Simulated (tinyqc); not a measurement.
Charge stability of a double quantum dot, constant-interaction model with a charge sensor: across the interdot transition.

Capacitance matrix C = [[C1, -Cm], [-Cm, C2]], C1 = G1 + X1 + Cm + L1, C2 = G2 + X2 + Cm + L2. Gate charges n1 = (G1 V1 + X1 V2)/q, n2 = (X2 V1 + G2 V2)/q. The state (N1, N2) has U = (1/2) d^T E d with d = (N1 - n1, N2 - n2) and E = q^2 C^(-1). Leads at 0 V; no tunnel coupling, spin or level spacing. The sensor reads s1 <N1> + s2 <N2>.

The gate charges are n1 = 0.5000 + x, n2 = 0.5000 - x, a line through the middle of the (1,0)-(0,1) boundary. The detuning is U(0,1) - U(1,0); thermal means over all states within two electrons.

Inputs (values chosen for the exercise):
- G1 = 30 aF (gate 1 to dot 1)
- G2 = 33 aF (gate 2 to dot 2)
- X1 = 1.9 aF (gate 2 to dot 1)
- X2 = 2.2 aF (gate 1 to dot 2)
- Cm = 70 aF (between the dots)
- L1 = 160 aF (dot 1 to leads and ground)
- L2 = 170 aF (dot 2 to leads and ground)
- s1 = 0.77 (sensor weight of dot 1)
- s2 = 0.21 (sensor weight of dot 2)
- T = 0.14 K (temperature)

Constants: q = 1.602176634e-19 C, kB = 1.380649e-23 J/K, Vt = kB T/q. Results are converted to the units shown.

Across the interdot transition:
```
x	detuning (meV)	<N1>	<N2>	sensor
-0.076	-0.07198	0.002602	0.9974	0.2115
-0.057	-0.05399	0.01136	0.9886	0.2164
-0.038	-0.03599	0.04837	0.9516	0.2371
-0.019	-0.01800	0.1839	0.8161	0.3130
0	0.00000	0.5000	0.5000	0.4900
0.019	0.01800	0.8161	0.1839	0.6670
0.038	0.03599	0.9516	0.04839	0.7429
0.057	0.05399	0.9886	0.01137	0.7636
0.076	0.07198	0.9974	0.002612	0.7685
```

What does the table show?

<N1> rises from 0.00260 to 0.997 while <N2> falls from 0.997 to 0.00261; their sum stays within 2.1e-5 of 1. The detuning moves by EC1 + EC2 - 2 ECm = 0.947 meV for each unit of x, and the step is a Fermi function of width kB T = 0.0121 meV, which makes it a thermometer once the lever arms are known.

Computed by the program tinyqc: `OMP_NUM_THREADS=1 python tinyqc.py 2470013 2470014 out.jsonl`, one thread of a shared Intel Xeon 2.30GHz, about 0.01 s for the whole run.
